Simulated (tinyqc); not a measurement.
## A square-lattice strip 2 sites wide, recursive Green functions: the device repeated

The device has N = 4 slices of 2 site(s), nearest-neighbour hopping -t, and site energies U; the leads are semi-infinite continuations with site energy 0. V = <i+1|H|i> = -t 1.

Transverse modes n = 1..2: chi_n(j) = sqrt(2/3) sin(pi n j/3), energy e_n = -2 t cos(pi n/3). Sigma = t^2 sum_n chi_n chi_n^T g(E - e_n), g(x) = (x - i sqrt(4 t^2 - x^2))/(2 t^2) for |x| < 2 t and (x - sign(x) sqrt(x^2 - 4 t^2))/(2 t^2) otherwise; Gamma = i (Sigma - Sigma^dagger); both leads give the same. Forward pass: g_1 = (E - H_1 - Sigma)^(-1), g_i = (E - H_i - V g_(i-1) V^dagger)^(-1), with Sigma also subtracted on the last slice; G_(i,1) = g_i V G_(i-1,1), starting from g_1. H_i is the block of slice i: its site energies on the diagonal and -t between neighbouring rows. T(E) = Tr[Gamma G_(N,1) Gamma G_(N,1)^dagger]. The list U is repeated k times, so the device has k N slices.

Values chosen for this exercise:
- t = 1 eV (hopping (matrix element -t))
- U = [0.18, 0.28, 0.19, 0.41, 0.22, -0.05, -0.39, -0.11] eV (site energies, slice by slice (2 a slice))
- E = 2.17 eV (energy)

Results:
```
k      T(E)     ln T(E)
1   0.96616   -0.034427
2   0.93942   -0.062493
3   0.97555   -0.024757
5   0.95746   -0.043475
6   0.94198   -0.059770
8   0.99431  -0.0057091
10  0.94687   -0.054591
12  0.98782   -0.012259
```

Estimate the missing row, k = 4.

Computed row:
```
k     T(E)     ln T(E)
4  0.99851  -0.0014881
```

With this row back in the table: T(E) moves between 0.939 and 0.999 and does not die away: at least one band of the periodic structure that the repeats form is open at this energy.

Computed by the program tinyqc: `OMP_NUM_THREADS=1 python tinyqc.py 2660119 2660120 out.jsonl`, one thread of a shared Intel Xeon 2.30GHz, about 0.02 s for the whole run.
